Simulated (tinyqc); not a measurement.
Resistance of a source-drain extension with a graded tip: two steps of the calculation.

y runs along the channel, the gate covers y > 0. The doping is N0 for y < y0 and N0 10^(-(y - y0)/la) beyond, uniform over the depth xj. Sheet conductance s(y) = q mu(N) max(N - Nch, 0) xj + (for y > 0) ma Cox Vo, with mu(N) = u0 + (u1 - u0)/(1 + (N/Nr)^au) and Cox = eps0 eox/tox. Current is taken as one-dimensional; depletion of the tip, spreading and the contact are left out. The metallurgical junction lies at yj, where N = Nch.

Parameters, values chosen for the exercise; mobility law close to that of electrons in silicon:

| symbol | value | unit | meaning |
|---|---|---|---|
| eox | 3.9 |  | relative permittivity of the gate insulator (close to silicon dioxide) |
| tox | 1.2 | nm | insulator thickness |
| N0 | 1.2e20 | cm^-3 | active doping of the extension far from the gate |
| la | 4.6 | nm/decade | lateral abruptness |
| y0 | 3.9 | nm | position under the gate where the fall begins (gate edge at 0) |
| xj | 27 | nm | depth of the extension |
| Nch | 4.9e17 | cm^-3 | channel doping |
| Vo | 0.58 | V | gate overdrive |
| ma | 150 | cm^2/(V s) | mobility of the gate-induced layer |
| u1 | 1414 | cm^2/(V s) | mobility at low doping |
| u0 | 68.5 | cm^2/(V s) | mobility at high doping |
| Nr | 9.2e16 | cm^-3 | reference doping |
| au | 0.711 |  | exponent |
| Lg | 50 | nm | gate length |

Constants: q = 1.602176634e-19 C, eps0 = 8.8541878128e-14 F/cm where lengths are in cm. Results are converted to the units shown.

Question 1. Sheet resistances and junction position. yj = y0 + la log10(N0/Nch); sheet resistance of the full extension 1/[q mu(N0)(N0 - Nch) xj] and of the gate-induced layer 1/(ma Cox Vo); metallurgical length Lg - 2 yj; ye is where the doped and the gate-induced conductances are equal.

Give: yj; sheet resistance of the extension; sheet resistance of the induced layer; metallurgical length; ye; N at ye.

Answer 1.

yj = 14.89 nm
sheet resistance of the extension = 252.4 ohm/square
sheet resistance of the induced layer = 3994 ohm/square
metallurgical length = 20.22 nm
ye = 10.53 nm
N at ye = 4.348e18 cm^-3

The gate takes over 4.36 nm before the junction, where N is still 8.87 times the channel doping.

Question 2. Resistance of the overlapped part. Midpoint rule on 8 equal steps from 0 to yj: R_ov = sum h/s(y), per width.

Give: y; N; doped conductance; sheet resistance; R_ov.

Answer 2.

| point | y (nm) | N (cm^-3) | doped conductance (uS) | sheet resistance (ohm/square) |
|---|---|---|---|---|
| 0 | 0.93058 | 1.2000e20 | 3962.7 | 237.36 |
| 1 | 2.7917 | 1.2000e20 | 3962.7 | 237.36 |
| 2 | 4.6529 | 8.2320e19 | 2801.3 | 327.69 |
| 3 | 6.5141 | 3.2427e19 | 1229.2 | 675.87 |
| 4 | 8.3752 | 1.2773e19 | 572.01 | 1216.0 |
| 5 | 10.236 | 5.0315e18 | 279.78 | 1886.3 |
| 6 | 12.098 | 1.9820e18 | 132.18 | 2614.1 |
| 7 | 13.959 | 7.8072e17 | 38.972 | 3456.3 |

R_ov = 19.823 ohm um

tinyqc, about 0.03 s, one thread, Intel Xeon 2.30GHz (shared host): `OMP_NUM_THREADS=1 python tinyqc.py 2282292 2282293 out.jsonl`
